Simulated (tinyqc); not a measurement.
Quasi-harmonic thermal expansion with mode Grueneisen parameters: one step, computed by the program tinyqc. Command: `OMP_NUM_THREADS=1 python tinyqc.py 3021110 3021111 out.jsonl qha walk`. One thread of a shared host (Intel(R) Xeon(R) Processor @ 2.30GHz), about 0.03 s of CPU time with the checks.

A crystal with two atoms a cell; per atom there are 1 transverse acoustic (TA), 1/2 longitudinal acoustic (LA) and 3/2 optical (O) modes. Every frequency of group i scales as nu_i (V/V0)^(-gamma_i). The acoustic groups have Debye spectra, density 3 nu^2/nu_i^3 up to nu_i (40 Gauss-Legendre points); the optical group has one frequency. Static energy: E = (9 V0 B0/16) [y^3 B' + y^2 (2 - 4 y)], y = (V0/V)^(2/3) - 1, with pressure P_s = (3 B0/2) (z^7 - z^5) [1 + (3/4)(B' - 4)(z^2 - 1)], z = (V0/V)^(1/3).

Task: Grueneisen's estimate. gamma_th = sum gamma_i C_i / sum C_i; volume expansion coefficient alpha_V = gamma_th C k_B/(B0 V0); linear coefficient alpha_V/3; first-order volume change P_ph/B0.

Inputs (values chosen for the exercise, modelled on gallium nitride): static volume V0 = 11.4 angstrom^3/atom; static bulk modulus B0 = 196 GPa; temperature T = 120 K.

Acoustic groups: Debye.

Groups:
```
group,h nu_i/(k_B T),U_i (meV),C_i (k_B),gamma_i C_i (k_B)
TA,2.199653,12.71014,0.7944016,0.006593534
LA,3.855392,8.476993,0.2624557,0.2598311
O,7.598802,58.99235,0.04344094,0.05647322
```

phonon pressure at V0 = 1.197244 GPa

Constants: k_B = 8.617333262e-05 eV/K; 1 eV/angstrom^3 = 160.2176634 GPa.

Give: heat capacity C at V0; gamma_th at V0; linear expansion, Grueneisen estimate; first-order volume change.

Result:

heat capacity C at V0 = 1.1003 k_B/atom

gamma_th at V0 = 0.29346

linear expansion, Grueneisen estimate = 0.66507 ppm/K

first-order volume change = 0.61084 %
